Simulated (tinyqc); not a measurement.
Surface Green function of a square-lattice strip three rows wide, Sancho-Rubio decimation: course of the decimation.

A semi-infinite lead of cells 0, 1, 2, ... with H0 inside a cell and H1 = <cell i|H|cell i + 1>. A cell is one column of three sites. z = E + i eta.

Start with e_s = e = H0, a = H1, b = H1^dagger. Each round: g = (z - e)^(-1); e_s <- e_s + a g b; e <- e + a g b + b g a; a <- a g a; b <- b g b (all with the old a, b). Round k joins cells 2^k apart.

Stop when the largest entry of a and b is below 1e-12 eV, or after 20 rounds. The last column is -Im Tr (z - e_s)^(-1)/pi. At the end g_s = (z - e_s)^(-1), and the bulk Green function is (z - e)^(-1).

Parameters, values chosen for the exercise:
```
symbol,value,unit,meaning
E,9.64,eV,energy
eta,1e-9,eV,broadening
```

H0 (eV):
```
       1      2      3
1   0.18  -3.07      0
2  -3.07   1.41  -3.07
3      0  -3.07  -1.45
```

H1 (eV):
```
      1     2     3
1  -2.7     0     0
2     0  -2.7     0
3     0     0  -2.7
```

Course of the iteration:
```
round  largest |a|, |b| (eV)  surface density of states (1/eV)
1                       1.14                       4.65610e-11
2                      0.861                       3.31243e-10
3                       1.05                       1.82068e-10
4                      0.781                       5.59129e-10
5                       3.69                        1.63481e-9
6                       1.89                        2.19033e-9
7                       1.04                        2.93908e-9
8                      0.783                        8.51444e-9
9                       3.14                        2.41683e-8
10                      1.62                        3.16526e-8
11                     0.923                        4.49523e-8
12                     0.855                        2.48825e-7
13                      1.02                        1.87188e-7
14                     0.786                        5.62636e-7
15                      2.62                        1.39495e-6
16                      1.37                        1.80329e-6
17                     0.833                        2.91022e-6
18                      1.16                        1.02812e-4
19                     0.781                        1.67335e-5
20                      3.93                        5.56397e-5
```

Did this iteration meet its convergence test, and what does its course show?

No. Not converged within 20 rounds: the couplings a and b do not shrink, and the surface density of states is at most 1.028e-4 1/eV over the last five rounds, as for a finite cluster with sharp levels. E lies inside a band (1 open mode(s)), and 20 rounds reach 2^20 cells, too few for eta = 1e-9 eV to damp the waves. A rerun with more rounds converges at round 37, to a density of states of 0.05626 1/eV; a rerun with eta = 0.001 eV converges at round 17 and gives 0.05625 1/eV.

Computed by the program tinyqc: `OMP_NUM_THREADS=1 python tinyqc.py 2680034 2680035 out.jsonl`, one thread of a shared Intel Xeon 2.30GHz, about 0.05 s for the whole run.
